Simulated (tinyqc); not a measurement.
# Carrier lifetime of a p-type layer with SRH, radiative, Auger and surface recombination: what changes with what

Uniform excess density dn = dp (no trapping), n = n0 + dn, p = p0 + dn, Boltzmann statistics, full ionisation. Surfaces enter as a rate 2 S dn/d, which holds while diffusion to them is fast.

Inputs (values chosen for the exercise); band and dielectric values close to those of 4H silicon carbide:
- T = 300 K (temperature)
- Eg = 3.23 eV (band gap)
- Nc = 1.71e19 cm^-3 (conduction-band density of states at T)
- Nv = 2.51e19 cm^-3 (valence-band density of states at T)
- B = 1.53e-12 cm^3/s (radiative coefficient)
- N = 5e16 cm^-3 (acceptor density)
- Cn = 4.7e-31 cm^6/s (Auger coefficient (two electrons))
- Cp = 2.2e-31 cm^6/s (Auger coefficient (two holes))
- Nt = 3.8e12 cm^-3 (trap density)
- sn = 7e-17 cm^2 (capture cross-section for electrons)
- sp = 9e-16 cm^2 (capture cross-section for holes)
- vth = 2e7 cm/s (thermal velocity (both carriers))
- Et = 2.62 eV (trap level below the conduction band)
- S = 2000 cm/s (surface recombination velocity (both faces))
- d = 20 um (sample thickness)

Constants: q = 1.602176634e-19 C, kB = 1.380649e-23 J/K, Vt = kB T/q. Results are converted to the units shown.

Each table varies one quantity; the others keep the values above.

## Lifetime against injection

ni = sqrt(Nc Nv) exp(-Eg/(2 Vt)), Eg in volts; majority density N/2 + sqrt(N^2/4 + ni^2), n0 p0 = ni^2; n1 = Nc exp(-Et/Vt), p1 = Nv exp((Et - Eg)/Vt); tn0 = 1/(sn vth Nt), tp0 = 1/(sp vth Nt). With e = n p - ni^2 = dn (n0 + p0 + dn): U_SRH = e/(tp0 (n + n1) + tn0 (p + p1)), U_rad = B e, U_Aug = (Cn n + Cp p) e, U_s = 2 S dn/d. Each tau is dn over its rate; tau = dn/U with U the sum.

The same in every row: tau_s (s) = 5.000e-7.

Results:
```
dn (cm^-3)	tau_SRH (s)	tau_rad (s)	tau_Aug (s)	tau (s)	radiative share (%)	largest path
1e11	1.880e-4	1.307e-5	0.001818	4.802e-7	3.674	surface
1e12	1.880e-4	1.307e-5	0.001818	4.802e-7	3.674	surface
1e13	1.880e-4	1.307e-5	0.001817	4.802e-7	3.674	surface
1e15	1.883e-4	1.282e-5	0.001677	4.799e-7	3.744	surface
1e16	1.904e-4	1.089e-5	9.311e-4	4.766e-7	4.375	surface
1e17	1.977e-4	4.357e-6	8.333e-5	4.451e-7	10.22	surface
1e18	2.019e-4	6.225e-7	1.359e-6	2.300e-7	36.95	surface
1e19	2.025e-4	6.503e-8	1.440e-8	1.152e-8	17.71	Auger
```

Estimate the missing row, dn = 1e14 cm^-3.

Computed row:
```
dn (cm^-3)	tau_SRH (s)	tau_rad (s)	tau_Aug (s)	tau (s)	radiative share (%)	largest path
1e14	1.880e-4	1.305e-5	0.001803	4.802e-7	3.681	surface
```

With this row back in the table: Surface recombination leads at dn = 1e11, Auger from 1e19 on. The total lifetime falls from 4.80e-7 to 1.15e-8 s. tau_SRH goes from 1.88e-4 s (low-injection limit 1.88e-4 s) to 2.03e-4 s (high-injection limit tn0 + tp0 = 2.03e-4 s). Between the last two rows tau_rad goes as dn^(-0.98) and tau_Aug as dn^(-1.97); the radiative share goes from 3.67 through a maximum of 37.0 (at dn = 1e18 among the rows listed) to 17.7 %. For dn = 1e19 the carriers are degenerate, where B and the Auger coefficients no longer stay constant.

## Effect of the acceptor density at dn = 1e17 cm^-3

Same model as above.

Here dn = 1e17 cm^-3.

The same in every row: tau_s (s) = 5.000e-7.

Results:
```
N (cm^-3)	tau_SRH (s)	tau_rad (s)	tau_Aug (s)	tau (s)	radiative share (%)	largest path
1e14	2.026e-4	6.529e-6	1.447e-4	4.619e-7	7.074	surface
5e14	2.025e-4	6.503e-6	1.440e-4	4.618e-7	7.100	surface
2e15	2.023e-4	6.408e-6	1.412e-4	4.612e-7	7.198	surface
9e15	2.014e-4	5.996e-6	1.293e-4	4.588e-7	7.652	surface
2e17	1.928e-4	2.179e-6	2.950e-5	4.003e-7	18.37	surface
8e17	1.896e-4	7.262e-7	4.535e-6	2.776e-7	38.22	surface
4e18	1.883e-4	1.594e-7	2.570e-7	8.217e-8	51.55	radiative
```

Estimate the missing row, N = 4e16 cm^-3.

Computed row:
```
N (cm^-3)	tau_SRH (s)	tau_rad (s)	tau_Aug (s)	tau (s)	radiative share (%)	largest path
4e16	1.984e-4	4.669e-6	9.181e-5	4.484e-7	9.605	surface
```

With this row back in the table: Surface recombination leads at N = 1e14, radiative from 4e18 on. tau_SRH falls from 2.03e-4 to 1.88e-4 s and the total lifetime falls from 4.62e-7 to 8.22e-8 s. Between the last two rows tau_rad goes as N^(-0.94) and tau_Aug as N^(-1.78).

Range of the model: S d exceeds 2.5 cm^2/s, comparable with a diffusion coefficient, so 2 S/d overstates the surface loss.

Numbers from tinyqc (`OMP_NUM_THREADS=1 python tinyqc.py 2300061 2300062 out.jsonl`; about 0.01 s on one thread of a shared Intel Xeon 2.30GHz).
